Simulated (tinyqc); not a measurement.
Inside a calculation. Model: pressure-driven transition between two phases with analytic equations of state. Computed by tinyqc, a small Python program that keeps every step. Command: `OMP_NUM_THREADS=1 python tinyqc.py 3010782 3010783 out.jsonl transition walk`. One thread of a shared host (Intel(R) Xeon(R) Processor @ 2.30GHz), about 0.03 s of CPU time with the checks. Intermediate numbers are printed to about 7 digits and carried at full precision; extremes and crossings named in words are read from the listed rows.

Each phase obeys E = E0 + (9 V0 B0/16) [y^3 B' + y^2 (2 - 4 y)], y = (V0/V)^(2/3) - 1; P = (3 B0/2) (x^7 - x^5) [1 + (3/4)(B' - 4)(x^2 - 1)], x = (V0/V)^(1/3); E0 = 0 for phase 1 and Delta E0 for phase 2. H = E + P V.

Inputs (values chosen for the exercise, for two model phases):

| quantity | value | unit |
|---|---|---|
| volume V0 of phase 1 | 19.4 | angstrom^3/atom |
| B0 of phase 1 | 33.3 | GPa |
| B' of phase 1 | 4.57 | - |
| volume V0 of phase 2 | 16.2 | angstrom^3/atom |
| B0 of phase 2 | 43.1 | GPa |
| B' of phase 2 | 4.61 | - |
| energy of phase 2 above phase 1, Delta E0 | 0.035 | eV/atom |
| entropy of phase 2 less phase 1, Delta S | 0.0081 | k_B/atom |
| temperature T | 900 | K |

Equation of state: Birch-Murnaghan.

Constants: 1 eV/angstrom^3 = 160.2176634 GPa; k_B = 8.617333262e-05 eV/K.

## First estimate from rigid phases

If neither phase were compressed, P = Delta E0/(V0 of phase 1 - V0 of phase 2).

rigid estimate = 1.752381 GPa

## One Newton step

At the estimate, solve P(V) = P for each phase, form H, and step P(new) = P - (H_2 - H_1)/(V_2 - V_1), since dH/dP = V.

V_1 = 18.50499 angstrom^3

H_1 = 0.2070826 eV

V_2 = 15.60680 angstrom^3

H_2 = 0.2088321 eV

next pressure = 1.849096 GPa

## Transition pressure at zero temperature

Start from P = Delta E0/(V0 of phase 1 - V0 of phase 2); at each P solve P(V) = P for both phases and step P(new) = P - (H_2 - H_1)/(V_2 - V_1); stop when |H_2 - H_1| < 1e-10 eV. At the zero-temperature transition the volume change is V_2/V_1 - 1 and the work is P (V_1 - V_2).

Iterations:

| step | P (GPa) | V_1 (angstrom^3) | V_2 (angstrom^3) | H_2 - H_1 (meV) |
|---|---|---|---|---|
| 0 | 1.752381 | 18.50499 | 15.60680 | 1.749484e+00 |
| 1 | 1.849096 | 18.46174 | 15.57737 | 4.184327e-03 |
| 2 | 1.849328 | 18.46163 | 15.57730 | 2.388742e-08 |

transition pressure = 1.849328 GPa

V_1 at the transition = 18.46163 angstrom^3

V_2 at the transition = 15.57730 angstrom^3

volume change = -15.62341 %

work P (V_1 - V_2) = 0.03329274 eV/atom

The rigid estimate is low by 5.2 %: phase 1 shrinks faster than phase 2, so the volume gain narrows under pressure.

## Enthalpies against pressure

For each P solve P(V) = P in both phases.

Both phases:

| P (GPa) | V_1 (angstrom^3) | V_2 (angstrom^3) | H_2 - H_1 (meV/atom) | stable |
|---|---|---|---|---|
| 0.00 | 19.40000 | 16.20000 | 35.00000 | phase 1 |
| 0.46 | 19.14183 | 16.03208 | 25.94431 | phase 1 |
| 0.92 | 18.90152 | 15.87340 | 17.13501 | phase 1 |
| 1.40 | 18.66734 | 15.71666 | 8.18083 | phase 1 |
| 1.70 | 18.52865 | 15.62286 | 2.69824 | phase 1 |
| 2.00 | 18.39531 | 15.53204 | -2.70254 | phase 2 |
| 2.40 | 18.22521 | 15.41526 | -9.78368 | phase 2 |
| 3.00 | 17.98489 | 15.24857 | -20.16658 | phase 2 |

H_2 - H_1 changes with slope V_2 - V_1, from -3.200 to -2.736 angstrom^3 per atom over the table, and passes zero at 1.85 GPa. An error of 10 meV per atom in Delta E0 moves the transition by about 0.56 GPa.

## Shift with temperature

At T the condition is H_2 - H_1 - T Delta S = 0, with Delta S constant and thermal expansion left out; the Clausius-Clapeyron slope is dP/dT = Delta S/(V_2 - V_1) at the zero-temperature point.

Clapeyron slope = -0.03877237 MPa/K

transition pressure at T = 1.814463 GPa

linear estimate at T = 1.814433 GPa

The dense phase has the higher entropy, so heating lowers the transition pressure. Caution: a constant Delta S holds only at high temperature; it vanishes as T goes to 0, so the shift counted from T = 0 is somewhat too large.

Checks made by the program: slope of the common tangent, -(E_2 - E_1)/(V_2 - V_1) (relative difference below 1e-10).
